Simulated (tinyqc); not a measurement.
## From single traps to 1/f noise

7 half-filled traps with time constants tau_j = 1.1e-7 s times 10^(1 j), j = 0..6, each shift the threshold by a = 11.2 uV when filled and give the Lorentzian a^2 tau/(1 + (2 pi f tau)^2). For time constants spread evenly in ln tau the sum tends to a^2/(4 f ln(10^1)). slope = d ln S/d ln f.

From single traps to 1/f noise:

| f (Hz) | S (uV^2/Hz) | 1/f limit (uV^2/Hz) | slope | j of the largest term |
|---|---|---|---|---|
| 0.01 | 15.33 | 1362 | -8.607e-5 | 6 |
| 0.1 | 15.27 | 136.2 | -0.008562 | 6 |
| 1 | 10.86 | 13.62 | -0.5569 | 6 |
| 30 | 0.4400 | 0.4540 | -1.130 | 5 |
| 1000 | 0.01401 | 0.01362 | -0.8728 | 3 |
| 30000 | 4.421e-4 | 4.540e-4 | -1.141 | 2 |
| 1e6 | 1.249e-5 | 1.362e-5 | -0.9787 | 0 |
| 1e7 | 3.150e-7 | 1.362e-6 | -1.963 | 0 |
| 1e8 | 3.209e-9 | 1.362e-7 | -2.000 | 0 |

What does the table show?

Below the slowest trap (1/(2 pi tau) = 1.4 Hz) the spectrum is flat, slope 0.00 in the first row; above the fastest (1.4e6 Hz) the slope tends to -2 (-2.00 in the last row). In between, at 30, 1000 and 30000 Hz, the slopes are -1.13, -0.87 and -1.14, and S is 2.9 % above the 1/f limit at 1000 Hz.

tinyqc, about 0.01 s, one thread, Intel Xeon 2.30GHz (shared host): `OMP_NUM_THREADS=1 python tinyqc.py 2150062 2150063 out.jsonl`
